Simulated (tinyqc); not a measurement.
Inside a calculation: cyclotron resonance of ellipsoidal valleys, Ge type. Values are carried at full precision from step to step, so a last printed digit may differ when a step is redone from the rounded ones.

Valleys along [111], [-111], [1-11], [11-1], mass ml along the axis and mt across it. B lies in the (1-10) plane, b = (sin(theta)/sqrt2, sin(theta)/sqrt2, cos(theta)). For the angle phi between B and the axis, 1/mc^2 = cos^2(phi)/mt^2 + sin^2(phi)/(mt ml). Resonance: h nu = 2 muB B/mc, h = 2 pi hbar.

Constants: hbar = 6.58211957e-16 eV s; muB = 5.788381798e-05 eV/T.

Parameters, chosen for this exercise (near those of Ge; shifted at random, so the results belong to these values and not to a real crystal): theta = 15 degrees (angle of B from [001] towards [110]); ml = 1.633 m0 (longitudinal mass); mt = 0.082 m0 (transverse mass); nu = 24 GHz (microwave frequency); tau = 69 ps (scattering time).

## Angles to the valley axes

Give b and cos^2(phi) for each axis.

b: [0.1830, 0.1830, 0.9659]

cos^2(phi): [111] 0.5914, [-111] 0.3110, [1-11] 0.3110, [11-1] 0.1200

## Cyclotron masses and resonance fields

For each axis, mc and B = h nu mc/(2 muB).

Resonances:
```
axis    mc (m0)   B (T)
[111]    0.1048  0.0899
[-111]   0.1395  0.1196
[1-11]   0.1395  0.1196
[11-1]   0.2024  0.1735
```

3 distinct masses appear; the limits are mt = 0.082 (B along the axis) and sqrt(ml mt) = 0.3659 (B across it).

## The same from the mass tensor

For the valley along [11-1]: M = mt 1 + (ml - mt) a a^T, and mc^2 = det M/(b M b).

M (m0), rows x, y, z and columns alike:
```
[[0.5990, 0.5170, -0.5170],
 [0.5170, 0.5990, -0.5170],
 [-0.5170, -0.5170, 0.5990]]
```

det M = 0.010980
b M b = 0.2681
mc = 0.2024 m0

## Line shape

For linear polarisation and one isotropic mass the absorbed power goes as P = [1 + (w^2 + wc^2) tau^2]/([1 + (wc^2 - w^2) tau^2]^2 + 4 w^2 tau^2), w = 2 pi nu. List it for wc/w = 0, 0.5, 0.8, 0.9, 1, 1.1, 1.2, 1.5 and 2, which is B over the resonance field.

w tau = 10.405

Power:
```
wc/w         P
0.0   0.009152
0.5    0.01986
0.8    0.09522
0.9     0.2414
1.0     0.5012
1.1     0.2411
1.2    0.09475
1.5    0.01855
2.0   0.005089
```

The largest listed value lies at wc/w = 1.0, 54.8 times the zero-field value. With w tau well above 1 the line is sharp, of relative half width about 1/(w tau). The closest two lines of this crystal are 33.1 % apart, so they are resolved.

## Checks

- Rotation frequency of dv/dt = -M^-1 (v x b) for the valley along [11-1], in units of e B/m0, against 1/mc: both 4.9409.

(tinyqc, `OMP_NUM_THREADS=1 python tinyqc.py 1252769 1252770 out.jsonl`, Intel(R) Xeon(R) Processor @ 2.30GHz, 1 thread, shared host, about 0.01 s.)
